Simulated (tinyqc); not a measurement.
# Changing the growth rate

Model: equilibrium and kinetic segregation of a solute to boundaries and growing surfaces. Computed by tinyqc, a small Python program. Command: `OMP_NUM_THREADS=1 python tinyqc.py 3003794 3003795 out.jsonl segreg sweep`. One thread of a shared host (Intel(R) Xeon(R) Processor @ 2.30GHz), about 0.01 s of CPU time with the checks.

Inputs (values chosen for the exercise): exchange barrier E_b = 1.84 eV; surface segregation energy E_s = 0.42 eV; growth temperature T_g = 880 K.

Constants: k_B = 8.617333262e-05 eV/K.

Method. Two-state exchange during growth, dilute: jump up r_u = nu exp(-E_b/(k_B T_g)), jump back r_d = r_u exp(-E_s/(k_B T_g)), nu = 1e13 1/s. In the time 1/R of one monolayer the share carried up is p = [r_u/(r_u + r_d)] [1 - exp(-(r_u + r_d)/R)]; the tail decays as p^n, length -1/ln p monolayers; the equilibrium limit has p = r_u/(r_u + r_d).

One run for each value:

| growth rate (monolayers/s) | decay length (monolayers) | share carried up p | r_u (1/s) |
|---|---|---|---|
| 9.7 | 2.5480e+02 | 0.99608 | 289.92 |
| 23 | 2.5459e+02 | 0.99608 | 289.92 |
| 53 | 1.2417e+02 | 0.99198 | 289.92 |
| 120 | 1.0361e+01 | 0.90800 | 289.92 |
| 290 | 2.1717e+00 | 0.63098 | 289.92 |
| 680 | 9.4440e-01 | 0.34685 | 289.92 |
| 1600 | 5.5626e-01 | 0.16568 | 289.92 |
| 3700 | 3.8677e-01 | 0.07535 | 289.92 |
| 8700 | 2.9256e-01 | 0.03277 | 289.92 |

Over the rows, decay length (monolayers) falls from 255 to 0.293 (exponent d ln y / d ln x -9.4e-4 between the first rows and -0.33 between the last); share carried up p falls from 0.996 to 0.0328; r_u (1/s) does not change. The length keeps its equilibrium value only while exp(-r_u/R) is small against r_d/r_u; most solute is buried before it can jump once R is well above r_u.
